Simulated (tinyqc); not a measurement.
## Capacitances against the line height

Endless row of lines of width wl, height tl and space sl between grounded planes at distance hd; e2 fills the gaps beside the lines, e1 the rest. Laplace's equation is solved on meshes of 3, 6 and 12 steps per unit u and extrapolated (Aitken), which is good to about 0.2 %. C_even (all lines at 1 V) is the capacitance Cg to the planes; C_odd (neighbours in antiphase) = Cg + 4 Cc if only nearest neighbours couple, which defines Cc; total with quiet neighbours Cg + 2 Cc. Plate values 2 eps0 e1 wl/hd and eps0 e2 tl/sl.

Inputs (values chosen for the exercise):

| symbol | value | unit | meaning |
|---|---|---|---|
| e1 | 2.7 |  | relative permittivity above and below the lines |
| e2 | 7 |  | relative permittivity between the lines |
| wl | 6 | u | line width, in units u |
| sl | 6 | u | space between lines |
| hd | 6 | u | distance to each plane |

Constants: eps0 = 8.8541878128e-12 F/m. Results are converted to the units shown.

The same in every row: plate Cg (aF/um) = 47.8.

Results:

| tl (u) | Cg (aF/um) | Cc (aF/um) | Cg + 2 Cc (aF/um) | C_odd (aF/um) | plate Cc (aF/um) | share of coupling, 2 Cc/(Cg + 2 Cc) (%) |
|---|---|---|---|---|---|---|
| 2 | 89.4 | 25.9 | 141 | 193 | 20.7 | 36.7 |
| 4 | 91.0 | 46.2 | 183 | 276 | 41.3 | 50.4 |
| 6 | 91.5 | 66.8 | 225 | 359 | 62.0 | 59.3 |
| 8 | 91.7 | 87.4 | 266 | 441 | 82.6 | 65.6 |
| 16 | 91.8 | 170 | 432 | 772 | 165 | 78.7 |

Estimate the missing row, tl = 12 u.

Computed row:

| tl (u) | Cg (aF/um) | Cc (aF/um) | Cg + 2 Cc (aF/um) | C_odd (aF/um) | plate Cc (aF/um) | share of coupling, 2 Cc/(Cg + 2 Cc) (%) |
|---|---|---|---|---|---|---|
| 12 | 91.8 | 129 | 349 | 606 | 124 | 73.7 |

With this row back in the table: As tl goes from 2 to 16, Cg rises from 89.4 to 91.8 aF/um, Cc rises from 25.9 to 170 aF/um and the share of coupling rises from 36.7 to 78.7 %. Cg is 1.87 times its plate value in the first row and 1.92 times in the last; for Cc the ratios are 1.25 and 1.03. Neighbours in antiphase raise the load by a factor of 1.37 and 1.79 over quiet ones.

Program tinyqc, `OMP_NUM_THREADS=1 python tinyqc.py 2790164 2790165 out.jsonl`; Intel Xeon 2.30GHz, shared host, one thread, about 1 s.
